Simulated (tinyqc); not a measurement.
Charge-trap memory cell: two steps of the calculation.

Channel, tunnel oxide, storage layer, blocking layer, gate. N electrons per area sit in a sheet at the centroid and shift the threshold by U = (q/eps0) N (tb/eb + xc tn/en). EOT = t1 + 3.9 (tn/en + tb/eb); tunnel field F = (Vg - U)/EOT; dN/dt = eta (J/q)(1 - N/Nm). Fowler-Nordheim: J = A F^2 exp(-B/F), A = q^2/(16 pi^2 hbar mo phi) (times 1e14 for A/cm^2 with F in V/nm, emitter mass m0), B = (4/3) sqrt(mo/C) phi^1.5, C = hbar^2/(2 m0).

Values chosen for this exercise; oxide values close to those of silicon dioxide, storage layer close to silicon nitride, blocking layer close to aluminium oxide: tunnel barrier phi = 3.04 eV; tunnelling mass mo = 0.46 m0; tunnel oxide (permittivity 3.9) t1 = 4.8 nm; storage layer tn = 5.8 nm; its relative permittivity en = 7.1; blocking layer tb = 12.2 nm; its relative permittivity eb = 9; charge centroid, share of tn counted from the blocking side xc = 0.5; capture efficiency of an empty layer eta = 0.83; trap density Nm = 2.5e13 cm^-2; storage temperature T = 300 K; shallowest trap depth E1 = 1.02 eV; deepest trap depth E2 = 1.89 eV; attempt frequency nu = 1e13 1/s; gate voltage less flat band and surface potential Vg = 16.4 V.

Constants: q = 1.602176634e-19 C, kB = 1.380649e-23 J/K, hbar = 1.054571817e-34 J s, m0 = 9.1093837015e-31 kg, Vt = kB T/q, eps0 = 8.8541878128e-14 F/cm where lengths are in cm, hbar^2/(2 m0) = 0.0380998212 eV nm^2. Results are converted to the units shown.

Question 1. Constants of the stack. EOT, the shift for 1e12 electrons per cm^2, the shift with all traps full, and the starting field, current and rate.

Find: EOT; shift for 1e12 cm^-2; shift with all traps full; F(0); J(0); dN/dt at the start.

Answer 1.

EOT = 13.273 nm
shift for 1e12 cm^-2 = 0.31920 V
shift with all traps full = 7.9800 V
F(0) = 1.2356 V/nm
J(0) = 0.39359 A/cm^2
dN/dt at the start = 2.0390e18 cm^-2 s^-1

Question 2. Retention after ten years. Retention: filled traps are spread evenly in depth from E1 to E2, and each empties at the rate nu exp(-E/kB T). The share left is the mean of exp(-nu t exp(-E/kB T)) = [kB T/(E2 - E1)] [E1x(nu t exp(-E2/kB T)) - E1x(nu t exp(-E1/kB T))], E1x the exponential integral; traps shallower than about Ed = kB T ln(nu t) are empty. t = 3.15576e8 s.

Wanted: Ed; share left; loss a decade while Ed lies between E1 and E2, kB T ln 10/(E2 - E1).

Answer 2.

Ed = 1.280 eV
share left = 0.6843
loss a decade while Ed lies between E1 and E2, kB T ln 10/(E2 - E1) = 0.06842

Range of the model: The Fowler-Nordheim form needs F t1 above phi; trap-assisted paths and leakage through the blocking layer are left out.

Program tinyqc, `OMP_NUM_THREADS=1 python tinyqc.py 2130114 2130115 out.jsonl`; Intel Xeon 2.30GHz, shared host, one thread, about 0.05 s.
